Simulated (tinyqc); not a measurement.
FinFET, parasitic resistance, capacitance and delay: two steps of the calculation.

Nf fins under one contact; each has gated perimeter p = 2 Hf + Wf and cross-section A = Hf Wf; contact width Wc = Nf pf, stack height Hs = Hf. Contact length Lc = CPP - Lg - 2 Lsp, shared by two neighbouring gates. Source and drain sides are equal. The formulas are first-order estimates, not field solutions.

Inputs (values chosen for the exercise); values close to those of silicon logic devices: temperature T = 300 K; number of fins Nf = 2; fin height Hf = 60 nm; fin width Wf = 5 nm; fin pitch pf = 34 nm; contacted gate pitch CPP = 70 nm; gate length Lg = 12 nm; spacer length Lsp = 7 nm; contact resistivity rc = 2.9e-9 ohm cm^2; resistivity of the source-drain epitaxy re = 0.00031 ohm cm; current-carrying depth of the epitaxy te = 15 nm; resistivity of the extension rx = 0.0017 ohm cm; inversion capacitance Cinv = 2.5 uF/cm^2; injection velocity vx = 8.8e6 cm/s; apparent mobility mu = 300 cm^2/(V s); threshold at zero drain voltage VT = 0.19 V; barrier lowering dl = 0.042 V/V; subthreshold factor n = 1.17; supply voltage Vdd = 0.6 V.

Constants: q = 1.602176634e-19 C, kB = 1.380649e-23 J/K, Vt = kB T/q. Results are converted to the units shown.

Problem 1. Geometry and resistances. Epitaxy sheet resistance Rsh = re/te, transfer length LT = sqrt(rc/Rsh), contact Rc = [sqrt(rc Rsh)/Wc] coth(Lc/(2 LT)); extension of one fin Rx = rx Lsp/A. Effective width N p; for equal currents one side has Rc + Rx/N.

Wanted: Lc; effective width; Rsh; LT; Rc; Rx; one side times effective width.

Solution 1.

Lc = 44.000 nm
effective width = 250.00 nm
Rsh = 206.67 ohm
LT = 37.460 nm
Rc = 215.64 ohm
Rx = 396.67 ohm
one side times effective width = 103.49 ohm um

Problem 2. Fin currents at Vgs = Vdd, Vds = Vdd/2. One fin: I = p Q vx u/(1 + |u|^1.8)^(1/1.8), Q = Cinv n Vt ln(1 + exp((Vg' - VT + dl Vd')/(n Vt))), u = Vd' mu/(vx Lg), Vg' = Vgs - v, Vd' = Vds - 2 v, with the drop on each side v = Rc (sum of I) + Rx I. I(new) = I(out).

I after iteration 1 (uA): fin 1 114.87262, fin 2 114.87262
Rc = 215.64163 ohm
Rx = 396.66667 ohm

Find: drop v; I(out); I after iteration 2.

Solution 2.

drop v (mV): fin 1 95.109, fin 2 95.109
I(out) (uA): fin 1 82.133, fin 2 82.133
I after iteration 2 (uA): fin 1 82.133, fin 2 82.133

Computed by the program tinyqc: `OMP_NUM_THREADS=1 python tinyqc.py 2170141 2170142 out.jsonl`, one thread of a shared Intel Xeon 2.30GHz, about 0.04 s for the whole run.
